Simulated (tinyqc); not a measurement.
Along the matched line: quaternary alloy A(x)B(1-x)C(y)D(1-y) matched to a substrate.

Q(x,y) = x y Q_AC + x (1 - y) Q_AD + (1 - x) y Q_BC + (1 - x)(1 - y) Q_BD for the lattice constant. Gap, rule 1: Q(x,y) - x (1 - x)[y C_ABC + (1 - y) C_ABD] - y (1 - y)[x C_ACD + (1 - x) C_BCD]. Rule 2 (mean of ternaries): {x (1 - x)[y T_ABC(x) + (1 - y) T_ABD(x)] + y (1 - y)[x T_ACD(y) + (1 - x) T_BCD(y)]}/{x (1 - x) + y (1 - y)}, T_ABC(x) = x E_AC + (1 - x) E_BC - C_ABC x (1 - x), T_ACD(y) = y E_AC + (1 - y) E_AD - C_ACD y (1 - y), and alike. Only the Gamma valley is followed.

Matching a(x,y) = a_s gives x = (a_s - y a_BC - (1 - y) a_BD)/(y (a_AC - a_BC) + (1 - y)(a_AD - a_BD)).
Constants: hc = 1239.841984 eV nm.

Inputs chosen for the exercise (AC, AD, BC, BD near GaAs, GaSb, InAs and InSb; substrate near GaSb; shifted at random, so the results belong to these values and not to a real crystal):

| symbol | value | unit | meaning |
|---|---|---|---|
| a | (5.653, 6.096, 6.061, 6.485) | angstrom | lattice constants of AC, AD, BC, BD |
| Eg | (1.502, 0.813, 0.418, 0.233) | eV | gaps at Gamma of AC, AD, BC, BD |
| Cb | (0.418, 0.371, 1.628, 0.661) | eV | bowing of ABC, ABD, ACD, BCD |
| a_s | 6.096 | angstrom | substrate |

x follows from y.

Results:

| y | x | bilinear (eV) | rule 1 (eV) | rule 2 (eV) | wavelength 1 (nm) | wavelength 2 (nm) |
|---|---|---|---|---|---|---|
| 0.01 | 0.9886 | 0.8132 | 0.7930 | 0.8035 | 1563 | 1543 |
| 0.12 | 0.8641 | 0.8087 | 0.6064 | 0.7105 | 2045 | 1745 |
| 0.23 | 0.7410 | 0.7912 | 0.4740 | 0.6360 | 2616 | 1949 |
| 0.34 | 0.6191 | 0.7611 | 0.3872 | 0.5765 | 3202 | 2151 |
| 0.46 | 0.4877 | 0.7140 | 0.3346 | 0.5246 | 3706 | 2364 |
| 0.57 | 0.3685 | 0.6580 | 0.3161 | 0.4850 | 3922 | 2556 |
| 0.68 | 0.2505 | 0.5899 | 0.3177 | 0.4494 | 3902 | 2759 |
| 0.79 | 0.1338 | 0.5100 | 0.3316 | 0.4133 | 3739 | 3000 |
| 0.90 | 0.0182 | 0.4183 | 0.3499 | 0.3662 | 3544 | 3386 |

The matched alloys span 0.316 to 0.793 eV by rule 1, with the lowest value inside the range, at y = 0.57. Along the line dx/dy is -1.132 between the first two rows and -1.050 between the last two. In energy the two rules differ most at y = 0.46, by 190 meV (1342 nm there), which measures how far the ternary data leave the interior open. Miscibility gaps are not considered.

Run: tinyqc, `OMP_NUM_THREADS=1 python tinyqc.py 1050722 1050723 out.jsonl`; Intel(R) Xeon(R) Processor @ 2.30GHz, one thread, shared host; about 0.01 s of CPU time with all checks.
